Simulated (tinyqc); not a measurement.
Inside a calculation. Method: Hubbard chain of 3 sites. One step of it, computed by the program tinyqc.

Task: Mean-field iteration 1. H(up) = T + U n(down), H(down) = T + U n(up); fill the lowest levels; n(new) = n + mixing (n(out) - n); E = tr T (rho up + rho down) + U sum n_up n_down of the output.

one-body matrix (hopping and site energies) (eV), lower triangle:
```
           1          2         3
1  -0.650000
2  -1.760000  -0.700000
3   0.000000  -1.760000  0.380000
```

U = 5.100000 eV

electrons, up and down: 2  1

mixing = 0.200000

n(up) at the start (a guess, not normalised): 1 0.667000, 2 0.667000, 3 0.667000

n(down) at the start (a guess): 1 0.333000, 2 0.333000, 3 0.333000

Give: levels, up; levels, down; energy; n(up) after iteration 1; n(down) after iteration 1.

Result:

levels, up (eV): -1.266  1.540  3.851

levels, down (eV): 0.437  3.244  5.554

energy = -2.721 eV

n(up) after iteration 1: 1 0.700, 2 0.650, 3 0.651

n(down) after iteration 1: 1 0.329, 2 0.374, 3 0.296
